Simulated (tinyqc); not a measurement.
# Gated graphene, quantum capacitance: effect of the gate voltage

phi is the Fermi level above the Dirac point, in volts; Vg is counted from the gate voltage of charge neutrality. Ideal linear bands, no charge puddles.

N0 = (2/pi)(kB T/(hbar vF))^2; n = N0 F1(phi/Vt), p = N0 F1(-phi/Vt), F1(e) = int_0^infinity u du/(1 + exp(u - e)) = -Li2(-exp(e)); Cq = q d(n - p)/dphi = (q N0/Vt) ln[2 (1 + cosh(phi/Vt))]. Cox = eps0 eox/tox; Vg = phi + q (n - p + Dit phi)/Cox. 1/C_G = 1/Cox + 1/(Cq + q Dit); dphi/dVg = Cox/(Cox + Cq + q Dit).

Values chosen for this exercise; values close to those of graphene: temperature T = 400 K; relative permittivity of the gate insulator (close to aluminium oxide) eox = 9.06; insulator thickness tox = 5.8 nm; Fermi velocity vF = 9.88e5 m/s; density of traps Dit = 5.1e11 cm^-2 eV^-1.

Constants: q = 1.602176634e-19 C, kB = 1.380649e-23 J/K, hbar = 1.054571817e-34 J s, Vt = kB T/q, eps0 = 8.8541878128e-14 F/cm where lengths are in cm. Results are converted to the units shown.

The same in every row: Cox (uF/cm^2) = 1.383.

Result of one run:
```
Vg (V),phi (V),n - p (cm^-2),Cq (uF/cm^2),C_G (uF/cm^2),dphi/dVg,n + p (cm^-2)
0.7,0.2222,4.011e12,5.363,1.103,0.2026,4.012e12
```

What becomes of these results when the gate voltage Vg is changed from 0.7 to 1.2 V, all else the same?

Result of the changed run:
```
Vg (V),phi (V),n - p (cm^-2),Cq (uF/cm^2),C_G (uF/cm^2),dphi/dVg,n + p (cm^-2)
1.2,0.3100,7.525e12,7.476,1.169,0.1547,7.525e12
```

The whole series:
```
Vg (V),phi (V),n - p (cm^-2),Cq (uF/cm^2),C_G (uF/cm^2),dphi/dVg,n + p (cm^-2)
-0.3,-0.1245,-1.451e12,3.047,0.9591,0.3065,1.461e12
-0.13,-0.06343,-5.423e11,1.775,0.7926,0.4269,5.970e11
0.03,0.01577,1.148e11,1.196,0.6640,0.5199,3.129e11
0.2,0.09109,8.937e11,2.311,0.8765,0.3663,9.187e11
0.37,0.1449,1.869e12,3.519,0.9993,0.2775,1.875e12
0.53,0.1854,2.880e12,4.479,1.061,0.2327,2.882e12
0.7,0.2222,4.011e12,5.363,1.103,0.2026,4.012e12
0.87,0.2548,5.181e12,6.146,1.132,0.1817,5.181e12
1.03,0.2827,6.307e12,6.818,1.152,0.1670,6.307e12
1.2,0.3100,7.525e12,7.476,1.169,0.1547,7.525e12
```

As Vg goes from -0.3 to 1.2, Cq goes from 3.05 through a minimum of 1.20 (at Vg = 0.03 among the rows listed) to 7.48 uF/cm^2, C_G/Cox goes from 0.693 through a minimum of 0.480 (at Vg = 0.03 among the rows listed) to 0.845 and n - p rises from -1.45e12 to 7.53e12 cm^-2. Cq is below Cox for Vg = 0.03; there the density of states limits the response dn/dVg more than the insulator does. At neutrality Cq is (q N0/Vt) ln 4 = 1.15 uF/cm^2, and far from it Cq grows as |phi|.

Program tinyqc, `OMP_NUM_THREADS=1 python tinyqc.py 2200145 2200146 out.jsonl`; Intel Xeon 2.30GHz, shared host, one thread, about 0.01 s.
